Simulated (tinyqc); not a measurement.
Changing the temperature T: harmonic transition-state theory with quantum, tunnelling and friction corrections. Computed by tinyqc, a small Python program. Command: `OMP_NUM_THREADS=1 python tinyqc.py 3028327 3028328 out.jsonl rates sweep`. One thread of a shared host (Intel(R) Xeon(R) Processor @ 2.30GHz), about 0.02 s of CPU time with the checks.

One atom hops between equivalent sites; three modes at the minimum and two real modes at the saddle are treated as harmonic, the rest of the crystal as unchanged; melting is ignored, so hot rows may lie above the melting point.

Inputs (values chosen for the exercise, modelled on interstitial lithium in silicon): barrier E_b = 0.619 eV; imaginary frequency at the saddle nu_b = 8.87 THz; jump length d = 2.35 angstrom; number of jump directions z = 4.

Lattice of sites: three-dimensional.

frequencies at the minimum (THz): [9.56, 10.4, 13.1]

real frequencies at the saddle (THz): [14.9, 15.8]

Constants: k_B = 8.617333262e-05 eV/K; h x 1 THz = 4.135667696 meV.

Method:
- Vineyard: nu* = product of minimum frequencies / product of real saddle frequencies; k_cl = nu* exp(-E_b/(k_B T)).
- Activation entropy S = k_B ln(nu* h/(k_B T)); for uncorrelated jumps D = z k d^2/6 and D0 = z nu* d^2/6; 1 angstrom^2 = 1e-16 cm^2.
- Quantum harmonic: k_q = (k_B T/h) [prod 2 sinh(x_i/2) (minimum) / prod 2 sinh(x_j/2) (saddle)] exp(-E_b/(k_B T)), x = h nu/(k_B T).
- Zero-point correction to the barrier = (h/2)(sum of saddle frequencies - sum of minimum frequencies).
- With u = h nu_b/(k_B T): Wigner factor 1 + u^2/24; parabolic barrier (Bell) (u/2)/sin(u/2), valid above T_c = h nu_b/(2 pi k_B); symmetric Eckart barrier: kappa = int_0^infinity P(E) exp(-(E - E_b)/(k_B T)) dE/(k_B T), P = (cosh 2a - 1)/(cosh 2a + cosh 2d), a = alpha sqrt(E/E_b), alpha = 2 pi E_b/(h nu_b), 2d = 2 sqrt(alpha^2 - pi^2/4).

One run for each value:
```
temperature T (K)  classical rate k_cl (1/s)  ratio k_q/k_cl  Eckart factor  classical diffusivity D (cm^2/s)
240                               5.5525e-01         0.87054         1.1480                        2.0443e-16
370                               2.0488e+04         0.93725         1.0601                        7.5431e-12
460                               9.1439e+05         0.95777         1.0388                        3.3665e-10
570                               1.8616e+07         0.97177         1.0254                        6.8540e-09
700                               1.9334e+08         0.98097         1.0171                        7.1180e-08
870                               1.4360e+09         0.98753         1.0112                        5.2868e-07
1100                              8.0705e+09         0.99214         1.0072                        2.9713e-06
1300                              2.2040e+10         0.99435         1.0053                        8.1144e-06
```

Give the missing row, temperature T (K) = 300.

Computed row:
```
temperature T (K)  classical rate k_cl (1/s)  ratio k_q/k_cl  Eckart factor  classical diffusivity D (cm^2/s)
300                               2.2089e+02         0.90972         1.0924                        8.1324e-14
```

Interpolating between the two neighbouring rows (the first column on a logarithmic scale, the others too where they are positive) misses most in classical rate k_cl (1/s), by 43 %. Over the rows, classical rate k_cl (1/s) rises from 0.555 to 2.20e10 (exponent d ln y / d ln x 27 between the first rows and 6.0 between the last); ratio k_q/k_cl rises from 0.871 to 0.994 (exponent d ln y / d ln x 0.20 between the first rows and 0.013 between the last); Eckart factor falls from 1.15 to 1.01 (exponent d ln y / d ln x -0.22 between the first rows and -0.011 between the last). The apparent barrier of the corrected rate k_cl (k_q/k_cl) kappa(Eckart) is 0.618 eV between the coldest rows and 0.619 eV between the hottest, against E_b = 0.619 eV.

Caution (rows 240, 300, 370): h nu exceeds k_B T, so zero-point and tunnelling corrections to the classical rate matter.
